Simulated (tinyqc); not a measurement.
RKS/PBE in the sto-6g basis, for H6, spin multiplicity 1, step by step. Computed by tinyqc, a small Python program that keeps every step (integrals from PySCF). Settings: charge = 0, multiplicity = 1, basis = sto-6g, energy threshold = 1e-08, iteration cap = 51, orthogonalisation = symmetric, start = atomic densities, DIIS depth = 0, method = RKS, functional = pbe,pbe, grid = [40, 14]. Command: `OMP_NUM_THREADS=1 python tinyqc.py 30270 30271 out.jsonl` (the two numbers bound the seeds that draw the settings). One thread of a shared host (Intel(R) Xeon(R) Processor @ 2.60GHz), about 1 s of CPU time with the checks. Later iterations appear only in the table of the cycle.

## One-electron integrals

Geometry (angstrom):
```
atom        x        y        z
H     0.00000  0.00000  0.00000
H     0.00000  0.00000  1.18900
H     0.00000  0.00000  2.88100
H     0.00000  0.00000  4.07000
H     0.00000  0.00000  5.76200
H     0.00000  0.00000  6.95100
```

Basis sto-6g: exponents (1/bohr^2) and contraction coefficients of normalised primitives:
```
element  l (shell)  exponent  coefficient
H            s (1)  35.52322      0.00916
H            s (1)   6.51314      0.04936
H            s (1)   1.82214      0.16854
H            s (1)   0.62596      0.37056
H            s (1)   0.24308      0.41649
H            s (1)   0.10011      0.13033
```

Overlap, kinetic and nuclear-attraction integrals over the contracted functions; the nuclear repulsion is the sum of Za Zb / Rab.

nuclear repulsion = 3.3309641 hartree

overlap S:
```
         1H 1s    2H 1s    3H 1s    4H 1s    5H 1s    6H 1s
1H 1s  1.00000  0.39299  0.02685  0.00283  0.00007  0.00000
2H 1s  0.39299  1.00000  0.19361  0.02685  0.00100  0.00007
3H 1s  0.02685  0.19361  1.00000  0.39299  0.02685  0.00283
4H 1s  0.00283  0.02685  0.39299  1.00000  0.19361  0.02685
5H 1s  0.00007  0.00100  0.02685  0.19361  1.00000  0.39299
6H 1s  0.00000  0.00007  0.00283  0.02685  0.39299  1.00000
```

kinetic energy T (hartree):
```
          1H 1s     2H 1s     3H 1s     4H 1s     5H 1s     6H 1s
1H 1s   0.76852   0.05678  -0.00663  -0.00113  -0.00004   0.00000
2H 1s   0.05678   0.76852  -0.00396  -0.00663  -0.00047  -0.00004
3H 1s  -0.00663  -0.00396   0.76852   0.05678  -0.00663  -0.00113
4H 1s  -0.00113  -0.00663   0.05678   0.76852  -0.00396  -0.00663
5H 1s  -0.00004  -0.00047  -0.00663  -0.00396   0.76852   0.05678
6H 1s   0.00000  -0.00004  -0.00113  -0.00663   0.05678   0.76852
```

nuclear attraction V (hartree):
```
          1H 1s     2H 1s     3H 1s     4H 1s     5H 1s     6H 1s
1H 1s  -2.15988  -0.80440  -0.05008  -0.00515  -0.00012  -0.00001
2H 1s  -0.80440  -2.38164  -0.38661  -0.05221  -0.00180  -0.00012
3H 1s  -0.05008  -0.38661  -2.48778  -0.88365  -0.05221  -0.00515
4H 1s  -0.00515  -0.05221  -0.88365  -2.48778  -0.38661  -0.05008
5H 1s  -0.00012  -0.00180  -0.05221  -0.38661  -2.38164  -0.80440
6H 1s  -0.00001  -0.00012  -0.00515  -0.05008  -0.80440  -2.15988
```

core Hamiltonian H = T + V (hartree):
```
          1H 1s     2H 1s     3H 1s     4H 1s     5H 1s     6H 1s
1H 1s  -1.39136  -0.74761  -0.05671  -0.00628  -0.00016  -0.00001
2H 1s  -0.74761  -1.61312  -0.39057  -0.05884  -0.00227  -0.00016
3H 1s  -0.05671  -0.39057  -1.71926  -0.82686  -0.05884  -0.00628
4H 1s  -0.00628  -0.05884  -0.82686  -1.71926  -0.39057  -0.05671
5H 1s  -0.00016  -0.00227  -0.05884  -0.39057  -1.61312  -0.74761
6H 1s  -0.00001  -0.00016  -0.00628  -0.05671  -0.74761  -1.39136
```

## Two-electron integrals

Functions are numbered as in S; the eight-fold symmetry (ij|kl) = (ji|kl) = (kl|ij) leaves the list below.

Two-electron integrals (ij|kl) in chemists' order, unique and non-zero (hartree):
```
(11|11) 0.77500    (21|11) 0.23108    (21|21) 0.09432    (22|11) 0.42094
(22|21) 0.23108    (22|22) 0.77500    (31|11) 0.01006    (31|21) 0.00466
(31|22) 0.01369    (31|31) 0.00031    (32|11) 0.05166    (32|21) 0.02783
(32|22) 0.09807    (32|31) 0.00234    (32|32) 0.02035    (33|11) 0.18365
(33|21) 0.09198    (33|22) 0.30953    (33|31) 0.01006    (33|32) 0.09807
(33|33) 0.77500    (41|11) 0.00082    (41|21) 0.00039    (41|22) 0.00119
(41|31) 2.89e-05   (41|32) 0.00023    (41|33) 0.00119    (41|41) 2.93e-06
(42|11) 0.00574    (42|21) 0.00296    (42|22) 0.01006    (42|31) 0.00026
(42|32) 0.00234    (42|33) 0.01369    (42|41) 2.89e-05   (42|42) 0.00031
(43|11) 0.06019    (43|21) 0.02886    (43|22) 0.09198    (43|31) 0.00296
(43|32) 0.02783    (43|33) 0.23108    (43|41) 0.00039    (43|42) 0.00466
(43|43) 0.09432    (44|11) 0.13002    (44|21) 0.06019    (44|22) 0.18365
(44|31) 0.00574    (44|32) 0.05166    (44|33) 0.42094    (44|41) 0.00082
(44|42) 0.01006    (44|43) 0.23108    (44|44) 0.77500    (51|11) 1.36e-05
(51|21) 6.67e-06   (51|22) 2.13e-05   (51|31) 5.74e-07   (51|32) 4.93e-06
(51|33) 2.91e-05   (51|41) 6.42e-08   (51|42) 6.84e-07   (51|43) 1.06e-05
(51|44) 2.49e-05   (52|11) 0.00016    (52|21) 0.00008    (52|22) 0.00026
(52|31) 7.36e-06   (52|32) 0.00007    (52|33) 0.00042    (52|41) 8.69e-07
(52|42) 9.66e-06   (52|43) 0.00016    (52|44) 0.00042    (52|51) 2.29e-08
(52|52) 3.50e-07   (53|11) 0.00336    (53|21) 0.00155    (53|22) 0.00474
(53|31) 0.00015    (53|32) 0.00131    (53|33) 0.01006    (53|41) 1.94e-05
(53|42) 0.00023    (53|43) 0.00466    (53|44) 0.01369    (53|51) 5.74e-07
(53|52) 9.66e-06   (53|53) 0.00031    (54|11) 0.02097    (54|21) 0.00943
(54|22) 0.02778    (54|31) 0.00083    (54|32) 0.00713    (54|33) 0.05166
(54|41) 0.00011    (54|42) 0.00131    (54|43) 0.02783    (54|44) 0.09807
(54|51) 3.58e-06   (54|52) 0.00007    (54|53) 0.00234    (54|54) 0.02035
(55|11) 0.09184    (55|21) 0.04035    (55|22) 0.11572    (55|31) 0.00336
(55|32) 0.02778    (55|33) 0.18365    (55|41) 0.00042    (55|42) 0.00474
(55|43) 0.09198    (55|44) 0.30953    (55|51) 1.36e-05   (55|52) 0.00026
(55|53) 0.01006    (55|54) 0.09807    (55|55) 0.77500    (61|11) 5.48e-07
(61|21) 2.63e-07   (61|22) 8.32e-07   (61|31) 2.44e-08   (61|32) 2.16e-07
(61|33) 1.45e-06   (61|42) 3.30e-08   (61|43) 5.76e-07   (61|44) 1.45e-06
(61|53) 3.30e-08   (61|54) 2.16e-07   (61|55) 8.32e-07   (62|11) 9.24e-06
(62|21) 4.35e-06   (62|22) 1.36e-05   (62|31) 4.04e-07   (62|32) 3.58e-06
(62|33) 2.49e-05   (62|41) 5.05e-08   (62|42) 5.74e-07   (62|43) 1.06e-05
(62|44) 2.91e-05   (62|52) 2.29e-08   (62|53) 6.84e-07   (62|54) 4.93e-06
(62|55) 2.13e-05   (63|11) 0.00031    (63|21) 0.00014    (63|22) 0.00042
(63|31) 1.28e-05   (63|32) 0.00011    (63|33) 0.00082    (63|41) 1.68e-06
(63|42) 1.94e-05   (63|43) 0.00039    (63|44) 0.00119    (63|51) 5.05e-08
(63|52) 8.69e-07   (63|53) 2.89e-05   (63|54) 0.00023    (63|55) 0.00119
(63|62) 6.42e-08   (63|63) 2.93e-06   (64|11) 0.00261    (64|21) 0.00116
(64|22) 0.00336    (64|31) 0.00010    (64|32) 0.00083    (64|33) 0.00574
(64|41) 1.28e-05   (64|42) 0.00015    (64|43) 0.00296    (64|44) 0.01006
(64|51) 4.04e-07   (64|52) 7.36e-06   (64|53) 0.00026    (64|54) 0.00234
(64|55) 0.01369    (64|61) 2.44e-08   (64|62) 5.74e-07   (64|63) 2.89e-05
(64|64) 0.00031    (65|11) 0.03277    (65|21) 0.01424    (65|22) 0.04035
(65|31) 0.00116    (65|32) 0.00943    (65|33) 0.06019    (65|41) 0.00014
(65|42) 0.00155    (65|43) 0.02886    (65|44) 0.09198    (65|51) 4.35e-06
(65|52) 0.00008    (65|53) 0.00296    (65|54) 0.02783    (65|55) 0.23108
(65|61) 2.63e-07   (65|62) 6.67e-06   (65|63) 0.00039    (65|64) 0.00466
(65|65) 0.09432    (66|11) 0.07613    (66|21) 0.03277    (66|22) 0.09184
(66|31) 0.00261    (66|32) 0.02097    (66|33) 0.13002    (66|41) 0.00031
(66|42) 0.00336    (66|43) 0.06019    (66|44) 0.18365    (66|51) 9.24e-06
(66|52) 0.00016    (66|53) 0.00574    (66|54) 0.05166    (66|55) 0.42094
(66|61) 5.48e-07   (66|62) 1.36e-05   (66|63) 0.00082    (66|64) 0.01006
(66|65) 0.23108    (66|66) 0.77500
```

## Orthogonalisation

S = U s U^T; symmetric (Loewdin) form X = U s^(-1/2) U^T, so that X^T S X = 1.

eigenvalues of S: 0.49516  0.58386  0.69557  1.23033  1.41527  1.57980

X:
```
          1H 1s     2H 1s     3H 1s     4H 1s     5H 1s     6H 1s
1H 1s   1.06624  -0.22175   0.01941  -0.00404   0.00042  -0.00010
2H 1s  -0.22175   1.08309  -0.11285   0.01976  -0.00186   0.00042
3H 1s   0.01941  -0.11285   1.08396  -0.22546   0.01976  -0.00404
4H 1s  -0.00404   0.01976  -0.22546   1.08396  -0.11285   0.01941
5H 1s   0.00042  -0.00186   0.01976  -0.11285   1.08309  -0.22175
6H 1s  -0.00010   0.00042  -0.00404   0.01941  -0.22175   1.06624
```

## Starting guess

The start is atomic minimal-basis densities projected into this basis (PySCF's MINAO start) and scaled to the electron count of each spin; this density is not idempotent, so its energy is not variational and may lie below the converged one.

D at the start:
```
          1H 1s    2H 1s    3H 1s    4H 1s    5H 1s     6H 1s
1H 1s   0.96403  0.09178  0.00807  0.00094  0.00028  -0.00003
2H 1s   0.09178  0.94738  0.07991  0.00737  0.00342   0.00028
3H 1s   0.00807  0.07991  0.94838  0.09238  0.00737   0.00094
4H 1s   0.00094  0.00737  0.09238  0.94838  0.07991   0.00807
5H 1s   0.00028  0.00342  0.00737  0.07991  0.94738   0.09178
6H 1s  -0.00003  0.00028  0.00094  0.00807  0.09178   0.96403
```

## Iteration 1: exchange-correlation on the grid

Becke grid with 40 radial and 14 angular points per atom, points of zero weight dropped. rho = sum D_ij phi_i phi_j; V_xc,ij = sum w v_xc phi_i phi_j plus the gradient terms; v_xc is d(rho eps)/d rho at fixed gradient.

The 8 grid points with the largest w rho, of 3260 (bohr, atomic units):
```
x                y         z        w      rho  |grad rho|^2    eps_xc      v_xc
0.66904    0.66904  12.46644  0.18660  0.04178       0.00744  -0.31698  -0.36702
-0.66904   0.66904  12.46644  0.18660  0.04178       0.00744  -0.31698  -0.36702
0.66904   -0.66904  12.46644  0.18660  0.04178       0.00744  -0.31698  -0.36702
-0.66904  -0.66904  12.46644  0.18660  0.04178       0.00744  -0.31698  -0.36702
0.66904    0.66904   0.66904  0.18660  0.04178       0.00744  -0.31698  -0.36702
-0.66904  -0.66904   0.66904  0.18660  0.04178       0.00744  -0.31698  -0.36702
0.66904   -0.66904   0.66904  0.18660  0.04178       0.00744  -0.31698  -0.36702
-0.66904   0.66904   0.66904  0.18660  0.04178       0.00744  -0.31698  -0.36702
```

electrons on the grid, sum of w rho = 6.00544

E_xc = sum of w rho eps_xc = -2.0332147 hartree

V_xc (hartree):
```
          1H 1s     2H 1s     3H 1s     4H 1s     5H 1s     6H 1s
1H 1s  -0.43425  -0.15285  -0.00834  -0.00082  -0.00002   0.00000
2H 1s  -0.15285  -0.43744  -0.06332  -0.00834  -0.00027  -0.00002
3H 1s  -0.00834  -0.06332  -0.43752  -0.15296  -0.00834  -0.00082
4H 1s  -0.00082  -0.00834  -0.15296  -0.43752  -0.06332  -0.00834
5H 1s  -0.00002  -0.00027  -0.00834  -0.06332  -0.43744  -0.15285
6H 1s   0.00000  -0.00002  -0.00082  -0.00834  -0.15285  -0.43425
```

## Iteration 1: building the Kohn-Sham matrix

J_ij = sum D_kl (ij|kl); F = H + J + V_xc; E = tr D H + tr D J / 2 + E_xc + E_nn.

Coulomb J (hartree):
```
         1H 1s    2H 1s    3H 1s    4H 1s    5H 1s    6H 1s
1H 1s  1.67528  0.68720  0.04549  0.00475  0.00011  0.00001
2H 1s  0.68720  1.89333  0.34772  0.04761  0.00168  0.00011
3H 1s  0.04549  0.34772  1.99899  0.76578  0.04761  0.00475
4H 1s  0.00475  0.04761  0.76578  1.99899  0.34772  0.04549
5H 1s  0.00011  0.00168  0.04761  0.34772  1.89333  0.68720
6H 1s  0.00001  0.00011  0.00475  0.04549  0.68720  1.67528
```

Kohn-Sham matrix F (hartree):
```
          1H 1s     2H 1s     3H 1s     4H 1s     5H 1s     6H 1s
1H 1s  -0.15032  -0.21327  -0.01956  -0.00235  -0.00007   0.00000
2H 1s  -0.21327  -0.15724  -0.10617  -0.01958  -0.00086  -0.00007
3H 1s  -0.01956  -0.10617  -0.15779  -0.21405  -0.01958  -0.00235
4H 1s  -0.00235  -0.01958  -0.21405  -0.15779  -0.10617  -0.01956
5H 1s  -0.00007  -0.00086  -0.01958  -0.10617  -0.15724  -0.21327
6H 1s   0.00000  -0.00007  -0.00235  -0.01956  -0.21327  -0.15032
```

total energy of this density = -2.6996055 hartree

This density is the starting one; it is not idempotent, so its energy is not variational and may lie below the converged one.

## Iteration 1: diagonalisation and new density

Diagonalise F' = X^T F X, C = X C', fill 3 alpha and 3 beta electrons from the bottom; D = 2 C_occ C_occ^T. Each column has its largest component positive (the first on a tie).

F' = X^T F X (hartree):
```
          1         2         3         4         5         6
1  -0.07772  -0.18562   0.02066  -0.00537   0.00066  -0.00017
2  -0.18562  -0.06636  -0.09655   0.02113  -0.00253   0.00066
3   0.02066  -0.09655  -0.06568  -0.18964   0.02113  -0.00537
4  -0.00537   0.02113  -0.18964  -0.06568  -0.09655   0.02066
5   0.00066  -0.00253   0.02113  -0.09655  -0.06636  -0.18562
6  -0.00017   0.00066  -0.00537   0.02066  -0.18562  -0.07772
```

orbital energies (hartree): MO1 -0.30378, MO2 -0.26796, MO3 -0.22114, MO4 0.02350, MO5 0.12282, MO6 0.22705

coefficients C:
```
           MO1       MO2       MO3       MO4       MO5       MO6
1H 1s  0.22464   0.40094  -0.39301  -0.52176  -0.62291   0.40063
2H 1s  0.31042   0.42692  -0.27142   0.36286   0.66583  -0.55508
3H 1s  0.41195   0.10148   0.42221   0.56118  -0.15810   0.73562
4H 1s  0.41195  -0.10148   0.42221  -0.56118  -0.15810  -0.73562
5H 1s  0.31042  -0.42692  -0.27142  -0.36286   0.66583   0.55508
6H 1s  0.22464  -0.40094  -0.39301   0.52176  -0.62291  -0.40063
```

D after iteration 1:
```
          1H 1s     2H 1s     3H 1s     4H 1s     5H 1s     6H 1s
1H 1s   0.73134   0.69514  -0.06541  -0.22817   0.01046   0.08833
2H 1s   0.69514   0.70458   0.11321  -0.06009  -0.02447   0.01046
3H 1s  -0.06541   0.11321   0.71653   0.67534  -0.06009  -0.22817
4H 1s  -0.22817  -0.06009   0.67534   0.71653   0.11321  -0.06541
5H 1s   0.01046  -0.02447  -0.06009   0.11321   0.70458   0.69514
6H 1s   0.08833   0.01046  -0.22817  -0.06541   0.69514   0.73134
```

## Iteration 2: exchange-correlation on the grid

As before.

The 8 grid points with the largest w rho, of 3260 (bohr, atomic units):
```
x                y         z        w      rho  |grad rho|^2    eps_xc      v_xc
-0.76805   0.76805   0.76805  0.24988  0.03754       0.00483  -0.30403  -0.35938
-0.76805  -0.76805   0.76805  0.24988  0.03754       0.00483  -0.30403  -0.35938
0.76805   -0.76805   0.76805  0.24988  0.03754       0.00483  -0.30403  -0.35938
0.76805    0.76805   0.76805  0.24988  0.03754       0.00483  -0.30403  -0.35938
-0.76805  -0.76805  12.36743  0.24988  0.03754       0.00483  -0.30403  -0.35938
0.76805   -0.76805  12.36743  0.24988  0.03754       0.00483  -0.30403  -0.35938
0.76805    0.76805  12.36743  0.24988  0.03754       0.00483  -0.30403  -0.35938
-0.76805   0.76805  12.36743  0.24988  0.03754       0.00483  -0.30403  -0.35938
```

electrons on the grid, sum of w rho = 6.01616

E_xc = sum of w rho eps_xc = -1.9760622 hartree

V_xc (hartree):
```
          1H 1s     2H 1s     3H 1s     4H 1s     5H 1s     6H 1s
1H 1s  -0.43068  -0.15688  -0.00835  -0.00082  -0.00002   0.00000
2H 1s  -0.15688  -0.43293  -0.06168  -0.00834  -0.00027  -0.00002
3H 1s  -0.00835  -0.06168  -0.43339  -0.15678  -0.00834  -0.00082
4H 1s  -0.00082  -0.00834  -0.15678  -0.43339  -0.06168  -0.00835
5H 1s  -0.00002  -0.00027  -0.00834  -0.06168  -0.43293  -0.15688
6H 1s   0.00000  -0.00002  -0.00082  -0.00835  -0.15688  -0.43068
```

## Iteration 2: building the Kohn-Sham matrix

As before.

Coulomb J (hartree):
```
         1H 1s    2H 1s    3H 1s    4H 1s    5H 1s    6H 1s
1H 1s  1.66980  0.69004  0.04529  0.00474  0.00011  0.00001
2H 1s  0.69004  1.88131  0.34368  0.04736  0.00167  0.00011
3H 1s  0.04529  0.34368  1.98553  0.76678  0.04736  0.00474
4H 1s  0.00474  0.04736  0.76678  1.98553  0.34368  0.04529
5H 1s  0.00011  0.00167  0.04736  0.34368  1.88131  0.69004
6H 1s  0.00001  0.00011  0.00474  0.04529  0.69004  1.66980
```

Kohn-Sham matrix F (hartree):
```
          1H 1s     2H 1s     3H 1s     4H 1s     5H 1s     6H 1s
1H 1s  -0.15223  -0.21445  -0.01977  -0.00237  -0.00007   0.00000
2H 1s  -0.21445  -0.16474  -0.10858  -0.01983  -0.00087  -0.00007
3H 1s  -0.01977  -0.10858  -0.16711  -0.21687  -0.01983  -0.00237
4H 1s  -0.00237  -0.01983  -0.21687  -0.16711  -0.10858  -0.01977
5H 1s  -0.00007  -0.00087  -0.01983  -0.10858  -0.16474  -0.21445
6H 1s   0.00000  -0.00007  -0.00237  -0.01977  -0.21445  -0.15223
```

total energy of this density = -3.2442019 hartree

## Iteration 2: diagonalisation and new density

As before.

F' = X^T F X (hartree):
```
          1         2         3         4         5         6
1  -0.07969  -0.18486   0.02074  -0.00537   0.00066  -0.00017
2  -0.18486  -0.07422  -0.09737   0.02120  -0.00255   0.00066
3   0.02074  -0.09737  -0.07524  -0.18868   0.02120  -0.00537
4  -0.00537   0.02120  -0.18868  -0.07524  -0.09737   0.02074
5   0.00066  -0.00255   0.02120  -0.09737  -0.07422  -0.18486
6  -0.00017   0.00066  -0.00537   0.02074  -0.18486  -0.07969
```

orbital energies (hartree): MO1 -0.31138, MO2 -0.27269, MO3 -0.22626, MO4 0.01576, MO5 0.11709, MO6 0.21917

coefficients C:
```
           MO1       MO2       MO3       MO4       MO5       MO6
1H 1s  0.21140   0.39421  -0.39510  -0.52171  -0.62621   0.40732
2H 1s  0.30606   0.43201  -0.28349   0.35150   0.66281  -0.55844
3H 1s  0.42228   0.10673   0.41211   0.56840  -0.15753   0.72930
4H 1s  0.42228  -0.10673   0.41211  -0.56840  -0.15753  -0.72930
5H 1s  0.30606  -0.43201  -0.28349  -0.35150   0.66281   0.55844
6H 1s  0.21140  -0.39421  -0.39510   0.52171  -0.62621  -0.40732
```

D after iteration 2:
```
          1H 1s     2H 1s     3H 1s     4H 1s     5H 1s     6H 1s
1H 1s   0.71240   0.69403  -0.06296  -0.23126   0.01281   0.09079
2H 1s   0.69403   0.72135   0.11705  -0.06739  -0.02520   0.01281
3H 1s  -0.06296   0.11705   0.71908   0.67352  -0.06739  -0.23126
4H 1s  -0.23126  -0.06739   0.67352   0.71908   0.11705  -0.06296
5H 1s   0.01281  -0.02520  -0.06739   0.11705   0.72135   0.69403
6H 1s   0.09079   0.01281  -0.23126  -0.06296   0.69403   0.71240
```

## Convergence

Stop when the energy changes by less than 1e-08 hartree and every element of the error matrix X^T (F D S - S D F) X is below 3e-05.

Course of the cycle:
```
iteration  E (hartree)     change  largest element of the error matrix
1           -2.6996055          -                             5.98e-03
2           -3.2442019  -5.45e-01                             5.74e-03
3           -3.2441403   6.15e-05                             9.89e-03
4           -3.2439513   1.89e-04                             1.63e-02
5           -3.2434457   5.06e-04                             2.66e-02
6           -3.2420995   1.35e-03                             4.34e-02
7           -3.2385257   3.57e-03                             7.05e-02
8           -3.2292168   9.31e-03                             1.14e-01
9           -3.2057252   2.35e-02                             1.80e-01
10          -3.1524044   5.33e-02                             2.75e-01
11          -3.0513431   1.01e-01                             3.73e-01
12          -2.9233518   1.28e-01                             4.64e-01
13          -2.8075752   1.16e-01                             4.87e-01
14          -2.7608373   4.67e-02                             5.22e-01
...                ...        ...                                  ...
38          -2.7285891  -2.11e-02                             5.29e-01
39          -2.7075131   2.11e-02                             5.03e-01
40          -2.7285891  -2.11e-02                             5.29e-01
41          -2.7075131   2.11e-02                             5.03e-01
42          -2.7285891  -2.11e-02                             5.29e-01
43          -2.7075131   2.11e-02                             5.03e-01
44          -2.7285891  -2.11e-02                             5.29e-01
45          -2.7075131   2.11e-02                             5.03e-01
46          -2.7285891  -2.11e-02                             5.29e-01
47          -2.7075131   2.11e-02                             5.03e-01
48          -2.7285891  -2.11e-02                             5.29e-01
49          -2.7075131   2.11e-02                             5.03e-01
50          -2.7285891  -2.11e-02                             5.29e-01
51          -2.7075131   2.11e-02                             5.03e-01
```

PySCF RKS in the same basis, fine grid = -3.2445199 hartree

Not converged within the cap of 51 iterations: the residual has stopped falling: the iteration swings between two states. Reruns (cap 100 unless said): DIIS 8: converged in 7; damping 0.5: converged in 27; level shift 0.5: converged in 11; atomic densities as start, DIIS 8: converged in 7; the original settings with a cap of 400: not converged.
